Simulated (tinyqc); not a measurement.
Inside a calculation. Model: quasi-harmonic thermal expansion with mode Grueneisen parameters. Computed by tinyqc, a small Python program that keeps every step. Command: `OMP_NUM_THREADS=1 python tinyqc.py 3011569 3011570 out.jsonl qha walk`. One thread of a shared host (Intel(R) Xeon(R) Processor @ 2.30GHz), about 0.02 s of CPU time with the checks. Intermediate numbers are printed to about 7 digits and carried at full precision; extremes and crossings named in words are read from the listed rows.

A crystal with two atoms a cell; per atom there are 1 transverse acoustic (TA), 1/2 longitudinal acoustic (LA) and 3/2 optical (O) modes. Every frequency of group i scales as nu_i (V/V0)^(-gamma_i). Each group has one frequency. Static energy: E = (9 V0 B0/16) [y^3 B' + y^2 (2 - 4 y)], y = (V0/V)^(2/3) - 1, with pressure P_s = (3 B0/2) (z^7 - z^5) [1 + (3/4)(B' - 4)(z^2 - 1)], z = (V0/V)^(1/3).

Inputs (values chosen for the exercise, modelled on magnesium oxide): static volume V0 = 9.34 angstrom^3/atom; static bulk modulus B0 = 163 GPa; static B' = 4.19; frequency nu_TA = 8.74 THz; frequency nu_LA = 12.9 THz; frequency nu_O = 14.5 THz; Grueneisen parameter gamma_TA = 1.3; Grueneisen parameter gamma_LA = 1.4; Grueneisen parameter gamma_O = 1.8; temperature T = 500 K; step factor f = 0.8.

Acoustic groups: Einstein.

Constants: h x 1 THz = 4.135667696 meV; k_B = 8.617333262e-05 eV/K; 1 eV/angstrom^3 = 160.2176634 GPa.

## Mode groups at the static volume

For a mode with x = h nu/(k_B T), n = 1/(exp(x) - 1): U = h nu (n + 1/2), C/k_B = x^2 n (n + 1); U_i and C_i sum these over group i with its weight per atom. Phonon pressure P_ph = sum_i gamma_i U_i/V.

Groups:
```
group  h nu_i/(k_B T)  U_i (meV)  C_i (k_B)  gamma_i C_i (k_B)
TA          0.8389077   45.58443  0.9433603           1.226368
LA           1.238205   24.22791  0.4407330          0.6170262
O            1.391780   74.74065   1.279632           2.303337
```

phonon pressure at V0 = 3.906155 GPa

## Grueneisen's estimate

gamma_th = sum gamma_i C_i / sum C_i; volume expansion coefficient alpha_V = gamma_th C k_B/(B0 V0); linear coefficient alpha_V/3; first-order volume change P_ph/B0.

heat capacity C at V0 = 2.663725 k_B/atom

gamma_th at V0 = 1.556742

linear expansion, Grueneisen estimate = 12.53526 ppm/K

first-order volume change = 2.396414 %

The O group gives the largest part of the expansion.

## Equilibrium volume by iteration

Start at V0 and step V(new) = V [1 + f (P_s + P_ph)/B0]; stop when |P_s + P_ph| < 1e-8 GPa, after 60 steps, or when V leaves 0.7 to 1.3 V0.

Iterations:
```
step  V (angstrom^3)  P_s + P_ph (GPa)
0           9.340000      3.906155e+00
1           9.519060      8.325411e-01
2           9.557956      2.037480e-01
3           9.567514      5.126705e-02
4           9.569921      1.298665e-02
5           9.570531      3.295238e-03
6           9.570686      8.364916e-04
7           9.570725      2.123652e-04
8           9.570735      5.391590e-05
9           9.570738      1.368842e-05
10          9.570738      3.475288e-06
11          9.570738      8.823247e-07
12          9.570738      2.240093e-07
13          9.570738      5.687269e-08
14          9.570738      1.443912e-08
15          9.570738      3.665870e-09
```

converged (1 yes, 0 no) = 1

volume V(T) = 9.570738 angstrom^3/atom

Converged at step 15; the volume lies +2.470 % from V0.

## Properties at the equilibrium volume

B_T = -V d(P_s + P_ph)/dV at fixed T (central difference, step 1e-4 V); alpha_V = sum gamma_i C_i k_B/(B_T V), all at V(T); the linear coefficient is alpha_L = alpha_V/3. C_P - C_V = alpha_V^2 B_T V T; the optical frequency is nu_O (V/V0)^(-gamma_O).

volume change from V0 = 2.470433 %

isothermal bulk modulus B_T = 152.0209 GPa

linear expansion coefficient = 13.24316 ppm/K

C_V = 2.687710 k_B/atom

C_P - C_V = 0.08316892 k_B/atom

optical frequency at V(T) = 13.87684 THz

B_T lies -6.74 % from the static B0, and the Grueneisen estimate at V0 differs from this expansion coefficient by -5.3 %.

## Zero-point expansion

At T = 0, U_i is the zero-point energy (h nu/2 a mode); solve P_s + P_ph = 0.

volume at T = 0 = 9.460946 angstrom^3/atom

zero-point volume change = 1.294920 %

## Expansion against temperature

V(T) solves P_s + P_ph = 0. The Grueneisen estimate uses C_i, V0 and B0 at the static volume; gamma_th = sum gamma_i C_i / sum C_i is taken at V(T).

Quasi-harmonic results:
```
T (K)  V/V0 - 1 (%)  B_T (GPa)  alpha_L (ppm/K)  alpha_L, Grueneisen estimate  gamma_th
20         1.294920   159.7880          0.00000                       0.00000  1.300009
40         1.294937   159.7876          0.01420                       0.01223  1.303316
70         1.296462   159.7628          0.45545                       0.41699  1.344180
100        1.305876   159.6381          1.73224                       1.61768  1.406391
150        1.354402   159.1182          4.69313                       4.45878  1.477488
220        1.493861   157.9381          8.16981                       7.83062  1.521416
300        1.725438   156.3248         10.59741                      10.15933  1.541704
450        2.270210   153.1072         12.81899                      12.18168  1.555590
700        3.324996   147.6734         14.32316                      13.31931  1.562249
1000       4.712125   141.1919         15.24234                      13.76278  1.564620
```

alpha_L is positive throughout. gamma_th moves from 1.30, near gamma_TA = 1.3, to 1.56, near the average over all modes, 1.57, as the stiffer groups take up their share of C. B_T changes by -11.6 % over the table, and at the highest T the estimate at fixed V0 and B0 is off by -9.7 %. Rows with a volume change above 4 % are beyond the safe range of the quasi-harmonic model. In the coldest rows alpha_L is far too small in size, since one frequency a group leaves out the long acoustic waves.

Checks made by the program: zero of the pressure against the minimum of F(V) = E + F_ph (relative difference 1e-08); alpha against the slope of V(T) (relative difference 5e-08).
